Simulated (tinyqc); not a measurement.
Worked calculation: configuration-coordinate model of a defect: Huang-Rhys factor and luminescence line shape. Computed by tinyqc, a small Python program that keeps every step. Command: `OMP_NUM_THREADS=1 python tinyqc.py 3005187 3005188 out.jsonl ccline walk`. One thread of a shared host (Intel(R) Xeon(R) Processor @ 2.30GHz), about 0.01 s of CPU time with the checks. Intermediate numbers are printed to about 6 digits and carried at full precision; extremes and crossings named in words are read from the listed rows.

Ground state E_g(Q) = (1/2) omega_g^2 Q^2; excited state E_e(Q) = E_0 + (1/2) omega_e^2 (Q - dQ)^2 with omega_e = omega_g and E_0 = E_ZPL. Q is mass-weighted; the dipole does not depend on Q (Condon approximation).

Inputs (values chosen for the exercise, for a model defect):
```
quantity,value,unit
zero-phonon energy E_ZPL,0.688,eV
displacement dQ,0.746,u^(1/2) angstrom
ground-state phonon hbar omega_g,11.2,meV
temperature T,50,K
refractive index n_r,2.95,-
transition dipole mu,2.4,e angstrom
quenching prefactor nu_0,4e+12,1/s
```

Modes: equal frequencies in both states.

Constants: hbar^2/u = 4.18015928e-03 eV angstrom^2; k_B = 8.617333262e-05 eV/K; hbar = 6.582119569e-16 eV s; e = 1.602176634e-19 C; eps_0 = 8.8541878128e-12 F/m; hbar = 1.054571817e-34 J s; c = 299792458 m/s.

## Huang-Rhys factors and vertical energies

S = hbar omega dQ^2/(2 hbar^2/u) for each state; relaxation energy S hbar omega; absorption at E_0 + S_e hbar omega_e, emission at E_0 - S_g hbar omega_g; the Stokes shift is their difference.

S_g = 0.745543

S_e = 0.745543

relaxation energy, ground state = 0.00835008 eV

relaxation energy, excited state = 0.00835008 eV

vertical absorption energy = 0.696350 eV

vertical emission energy = 0.679650 eV

Stokes shift = 0.0167002 eV

The coupling is weak: at low temperature the zero-phonon line is the strongest line.

## Emission lines at zero temperature

From the lowest excited level the line to ground level n lies at E_ZPL - n hbar omega_g with Franck-Condon weight exp(-S) S^n/n!; the emitted intensity carries a further factor E^3. S = S_g; up to eleven lines, of positive energy only, from n = max(0, integer part of S - 5).

Lines:
```
n,energy (eV),weight,intensity / largest
0,0.6880,4.74476e-01,1.00000e+00
1,0.6768,3.53743e-01,7.09723e-01
2,0.6656,1.31865e-01,2.51646e-01
3,0.6544,3.27704e-02,5.94336e-02
4,0.6432,6.10794e-03,1.05185e-02
5,0.6320,9.10747e-04,1.48788e-03
6,0.6208,1.13167e-04,1.75224e-04
7,0.6096,1.20530e-05,1.76705e-05
8,0.5984,1.12325e-06,1.55766e-06
9,0.5872,9.30481e-08,1.21923e-07
10,0.5760,6.93714e-09,8.57961e-09
```

The weight peaks at n = 0 and the intensity at n = 0.

## Band at temperature T

Overlaps <m_e|n_g> of harmonic-oscillator functions (Hermite recursion, positive leading coefficients) by a sum over an even grid (700 points from x = -9 to 9 + d for the small table, 1500 points from -16 to 16 + d for the thermal sums), with x = Q sqrt(omega_g/hbar), d = sqrt(2 S_g) and frequency ratio omega_e/omega_g. Initial levels m = 0..24 carry Boltzmann weights exp(-m hbar omega_e/k_B T), normalised; final levels n = 0..79; a line lies at E_ZPL + m hbar omega_e - n hbar omega_g with weight w_m <m|n>^2. Moments are taken over these weights without the E^3 factor; FWHM = 2 sqrt(2 ln 2) x standard deviation; the zero-phonon weight is the sum of w_m <m|m>^2.

mean emission energy = 0.679650 eV

FWHM from the second moment = 0.0245328 eV

zero-phonon weight = 0.441483

skewness = -0.926314

Caution: for small S the spectrum is a set of resolved lines, and a Gaussian width has little meaning.

## Crossing, radiative lifetime and thermal quenching

The curves cross at the root Q_c nearest dQ; the barrier is (1/2) omega_e^2 (Q_c - dQ)^2, with (1/2) omega^2 = (hbar omega)^2/(2 hbar^2/u). k_r = n_r omega^3 mu^2/(3 pi eps_0 hbar c^3) at the vertical emission energy, without local-field correction; k_nr = nu_0 exp(-barrier/k_B T) (Mott-Seitz); yield = k_r/(k_r + k_nr); T_1/2 = barrier/(k_B ln(nu_0/k_r)).

Q_c = 31.1061 u^(1/2) angstrom

classical barrier = 13.8299 eV

radiative lifetime = 49.3781 ns

luminescence yield = 1

quenching temperature T_1/2 = 13161.8 K

The barrier is so high that this route does not halve the yield below 1000 K. Caution: the curves cross far outside the range of the harmonic model, so the barrier and T_1/2 have no quantitative meaning.

## Width and zero-phonon weight against temperature

For comparison: FWHM(0) sqrt(coth(hbar omega_e/2 k_B T)) with FWHM(0) from the first row, and exp(-S_g coth(hbar omega_e/2 k_B T)).

Against temperature:
```
T (K),mean energy (eV),FWHM (eV),coth law (eV),zero-phonon weight,exp(-S coth)
6.5,0.679650,0.0227726,0.0227726,0.474476,0.474476
19.0,0.679650,0.0227969,0.0227969,0.474002,0.473720
39.0,0.679650,0.0236006,0.0236006,0.458626,0.448993
65.0,0.679650,0.0260962,0.0260962,0.414452,0.375669
100.0,0.679650,0.0301215,0.0301215,0.354796,0.271342
160.0,0.679650,0.0366915,0.0366915,0.284585,0.144360
220.0,0.679650,0.0425016,0.0425017,0.242790,0.074502
```

The width grows by a factor 1.87, flat while k_B T is well below hbar omega and as sqrt(T) above; for equal frequencies the coth law is exact. The mean energy stays fixed, as it must for equal frequencies. The zero-phonon weight goes from 0.474 to 0.243; the single exponential assumes equal frequencies, leaves out lines that absorb and emit the same number of phonons, and falls to 0.0745.

Checks made by the program: grid overlaps at equal frequencies against the Poisson weights (relative difference below 1e-10); width at T against the coth law (relative difference below 1e-10).
